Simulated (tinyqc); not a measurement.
Two-band model of a narrow-gap semiconductor with electrons and holes: one step, computed by the program tinyqc.

Two parabolic bands with acoustic scattering (r = -1/2, a = 0), a gap that does not change with T, and fully ionised dopants. Melting is ignored, so values above the melting point are formal, and kappa_L does not change with T. eta_n = (E_F - E_c)/(k_B T), eta_p = -eta_n - E_g/(k_B T).

Task: Both bands together. Both bands together (these totals replace the one-band zT): sigma = sigma_n + sigma_p; S = (sigma_p |S_p| - sigma_n |S_n|)/sigma; kappa_bip = (sigma_n sigma_p/sigma)(|S_n| + |S_p|)^2 T; kappa_e = (L_n sigma_n + L_p sigma_p) T; zT = S^2 sigma T/(kappa_L + kappa_e + kappa_bip); weak-field R_H = (r_p sigma_p^2/p - r_n sigma_n^2/n)/(e sigma^2), where the Hall factors r_n and r_p are <x^(3/2)> <x^(1/2)>/<s>^2.

Inputs (values chosen for the exercise, for a model material): lattice thermal conductivity kappa_L = 0.61 W/(m K); temperature T = 530 K.

Doping: n-type.

Partial coefficients:
```
band       sigma (S/cm)  |S| (microvolt/K)  L (1e-8 V^2/K^2)  density (1/cm^3)  Hall factor
electrons      24.70805           215.6866          1.597429      2.500621e+18     1.139581
holes        0.01913066           1119.224          1.485172      6.212087e+14     1.178096
```

Constants: e = 1.602176634e-19 C.

Give: conductivity sigma; Seebeck coefficient S; bipolar thermal conductivity; kappa_e; zT; Hall coefficient R_H.

Result:

conductivity sigma = 24.73 S/cm

Seebeck coefficient S = -214.7 microvolt/K

bipolar thermal conductivity = 0.001805 W/(m K)

kappa_e = 0.02093 W/(m K)

zT = 0.09543

Hall coefficient R_H = -2.833 cm^3/C

The minority band lowers |S| from 216 to 215 microvolt/K, and bipolar flow adds 0.29 % of the thermal conductivity.
